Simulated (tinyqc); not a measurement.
# Worked calculation: minority carriers and saturation current of a heavily doped emitter

Program tinyqc, `OMP_NUM_THREADS=1 python tinyqc.py 2330157 2330158 out.jsonl`; Intel Xeon 2.30GHz, shared host, one thread, about 0.01 s. Printed values are rounded.

n-type, parabolic bands, full ionisation. eta = (EF - Ec)/kB T solves N = Nc F12(eta), F12(x) = (2/sqrt(pi)) int_0^infinity sqrt(u)/(1 + exp(u - x)) du. The gap shrinks rigidly by dEg = a3 y^(1/3) + a4 y^(1/4) + a2 y^(1/2), y = N/1e18 cm^-3, an empirical law that is here taken as the true narrowing.

Values chosen for this exercise; band and dielectric values close to those of silicon:

| symbol | value | unit | meaning |
|---|---|---|---|
| T | 300 | K | temperature |
| Eg | 1.13 | eV | band gap |
| Nc | 2.84e19 | cm^-3 | conduction-band density of states at 300 K |
| Nv | 2.65e19 | cm^-3 | valence-band density of states at 300 K |
| N | 2.2e19 | cm^-3 | ionised donor density |
| a3 | 15 | meV | coefficient of (N/1e18)^(1/3) |
| a4 | 8.7 | meV | coefficient of (N/1e18)^(1/4) |
| a2 | 1.3 | meV | coefficient of (N/1e18)^(1/2) |
| mup | 160 | cm^2/(V s) | minority-hole mobility |
| Cn | 2e-31 | cm^6/s | Auger coefficient |
| ts | 3.3 | us | defect lifetime |
| W | 260 | nm | emitter width |
| S | 6900 | cm/s | recombination velocity at the contact |

Constants: q = 1.602176634e-19 C, kB = 1.380649e-23 J/K, Vt = kB T/q. Results are converted to the units shown.

Range of the model: Band tails, non-parabolic bands and incomplete ionisation are left out.

## Iteration 1: Fermi level

eta at the start (Boltzmann value) = -0.2553

Newton step on ln F12(eta) = ln(N/Nc): eta(new) = eta - ln(Nc F12/N) F12/Fm, Fm(x) = dF12/dx = (1/sqrt(pi)) int_0^infinity u^(-1/2)/(1 + exp(u - x)) du.

F12 = 0.6227599
Fm = 0.5119511
eta after iteration 1 = 0.01018598

## Course of the iteration

Stop when eta changes by less than 1e-9.

Course of the iteration:

| iteration | eta | change |
|---|---|---|
| 1 | 0.01018598 | 0.265 |
| 2 | 0.01562725 | 5.44e-3 |
| 3 | 0.01562966 | 2.41e-6 |
| 4 | 0.01562966 | 4.76e-13 |

Converged in 4 iterations.

## Effective intrinsic density

converged eta = 0.01562966

ni = sqrt(Nc Nv) exp(-Eg/(2 Vt)), Eg in volts; degeneracy factor g = F12(eta) exp(-eta); nie^2 = ni^2 exp(dEg/kB T) g, p0 = nie^2/N; apparent narrowing dEg + kB T ln g.

ni = 8.845041e9 cm^-3
dEg = 66.97004 meV
g = 0.7626345
apparent narrowing = 59.96476 meV
nie = 2.820861e10 cm^-3
p0 = 36.16935 cm^-3

Narrowing multiplies p0 by 13.3 and degeneracy by 0.763.

## Saturation current

1/tau = Cn N^2 + 1/ts, D = mup Vt, L = sqrt(D tau); J0 = (q p0 D/L)(s + tanh(W/L))/(1 + s tanh(W/L)), s = S L/D; the share recombining inside is 1 - 1/[cosh(W/L)(1 + tanh(W/L)/s)].

tau = 10.29834 ns
L = 2063.910 nm
s = 0.3442910
J0 = 52.28311 fA/cm^2
share recombining inside = 27.26264 %

Bulk and contact share the loss.
